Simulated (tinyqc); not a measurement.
Permeation of metal atoms or ions through a thin barrier or dielectric: time lag, field-aided drift and lifetime: one step, computed by the program tinyqc.

The film 0 < x < d is empty at first; C = C0 at x = 0 and C = 0 at x = d. dC/dt = D d2C/dx2.

Problem. Steady flux and time lag. Steady flux J = (D C0/d) P/(1 - exp(-P)); time lag in units of d^2/D: s_L = [P (1 + exp(-P))/(1 - exp(-P)) - 2]/P^2 (P = 0: J = D C0/d, s_L = 1/6).

Inputs (values chosen for the exercise, for a model case: neutral metal atoms through a barrier): thickness d = 3.7 nm; concentration at the source side C0 = 4.4e+18 1/cm^3; test temperature T = 175 C.

Peclet number P = 0

diffusivity D = 2.874769e-17 cm^2/s

time scale d^2/D = 4762.121 s

Give: flux relative to D C0/d; steady flux J; time lag s_L; time lag.

Solution.

flux relative to D C0/d = 1

steady flux J = 3.4186e+08 1/(cm^2 s)

time lag s_L = 0.16667

time lag = 793.69 s
